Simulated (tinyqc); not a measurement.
Interstitial-substitutional diffusion of a fast metal impurity in a wafer (kick-out and dissociative mechanisms): one step, computed by the program tinyqc. Command: `OMP_NUM_THREADS=1 python tinyqc.py 3014527 3014528 out.jsonl kickout walk`. One thread of a shared host (Intel(R) Xeon(R) Processor @ 2.30GHz), about 0.4 s of CPU time with the checks.

The metal moves as an interstitial A_i and dissolves on lattice sites either by kicking out a self-interstitial (A_i = A_s + I) or by filling a vacancy (A_i + V = A_s). With A_i at its solubility, local equilibrium and c = C_s/C_s*, self-interstitials and vacancies obey C_I/C_I* = 1/c and C_V/C_V* = c.

Problem. Closed forms. Pure kick-out: the centre rises as c_m = (2/d) sqrt(pi D_K t) while c_m is small. Pure dissociative or sink-rich cases give erfc profiles with depth 2 sqrt(D_F t) or 2 sqrt(D_A t). The short time that the interstitial metal needs to fill the wafer is neglected.

Inputs (values chosen for the exercise, loosely like those of gold in silicon): temperature T = 1050 C; wafer thickness d = 400 um; time t = 10000 s.

D_K = 9.642871e-10 cm^2/s

D_F = 7.027243e-10 cm^2/s

D_A = 4.966646e-07 cm^2/s

Give: centre value c_m, closed form; depth 2 sqrt(D_F t); depth 2 sqrt(D_A t).

Solution.

centre value c_m, closed form = 0.27520

depth 2 sqrt(D_F t) = 53.018 um

depth 2 sqrt(D_A t) = 1409.5 um

Caution: the depth 2 sqrt(D_A t) exceeds half the wafer, so in a sink-rich wafer the profiles from the two faces overlap and a single erfc no longer holds.
